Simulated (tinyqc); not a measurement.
Self-heating of a transistor with one or more fingers, with temperature-dependent conductivity: one step, computed by the program tinyqc.

N long parallel fingers lie on the top face of a slab whose bottom is held at T_0; the top is otherwise insulated, and heat flows in two dimensions. P in W/mm is 1000 P in W/m.

Problem. Correction for the falling conductivity. Kirchhoff transformation for kappa = kappa_0 (T/T_0)^-m: T = T_0 [1 - (m - 1) theta/T_0]^(-1/(m - 1)), where theta is the linear rise. The bracket vanishes at the power P T_0/((m - 1) theta).

Inputs (values chosen for the exercise, modelled on sapphire): exponent m in kappa ~ T^-m = 1.23; base temperature T_0 = 323 K; power per gate width P = 0.88 W/mm.

Power: power rises with temperature.

largest theta = 104.1186 K

Give: peak temperature; true rise; true rise / linear rise; power at which the formula diverges.

Solution.

peak temperature = 451.5 K

true rise = 128.5 K

true rise / linear rise = 1.234

power at which the formula diverges = 11.87 W/mm

The falling conductivity adds 23.4 % to the rise.
